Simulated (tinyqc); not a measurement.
CMOS inverter, nodal equation and switching: one step of the calculation.

An n-channel pull-down (bn, VTn) and a p-channel pull-up (bp, VTp) share the input Vin and the output node Vout, which carries the load C. Transistor (EKV form, voltages against the body): I = 2 n b Vt^2 [F(vp - Vs) - F(vp - Vd)] from drain to source, F(v) = ln^2(1 + exp(v/(2 Vt))), vp = (Vg - VT + sg |Vd - Vs|)/n. n-channel bodies are at 0; for the p-channel device all voltages are counted down from Vdd. b in uA/V^2 gives I in uA. Static: In = Ip. Transient: C dVout/dt = Ip - In. No velocity saturation, no gate capacitance beyond C.

Question. Output voltage by Newton steps. f = In - Ip at (Vin, Vout); G = df/dVout by a central difference with +/- 1e-6 V; Vout(new) = Vout - f/G.

Parameters, values chosen for the exercise: temperature T = 300 K; supply voltage Vdd = 0.8 V; slope factor n = 1.35; drain-induced barrier lowering sg = 0.037; n-channel threshold VTn = 0.27 V; p-channel threshold (magnitude) VTp = 0.45 V; gain factor of the pull-down transistor bn = 260 uA/V^2; gain factor of the pull-up transistor bp = 340 uA/V^2; input voltage Vin = 0.51 V.

Constants: q = 1.602176634e-19 C, kB = 1.380649e-23 J/K, Vt = kB T/q. Results are converted to the units shown.

Vout after iteration 1 = -3.1262390 V

Wanted: In; Ip; G; Vout after iteration 2.

Answer.

In = -2004 uA
Ip = 0.2159 uA
G = 1220 uS
Vout after iteration 2 = -1.483 V

The value that enters this step is an overshoot, farther from the solution than the start was, so its intermediate quantities are not physical.

Program tinyqc, `OMP_NUM_THREADS=1 python tinyqc.py 2340120 2340121 out.jsonl`; Intel Xeon 2.30GHz, shared host, one thread, about 0.04 s.
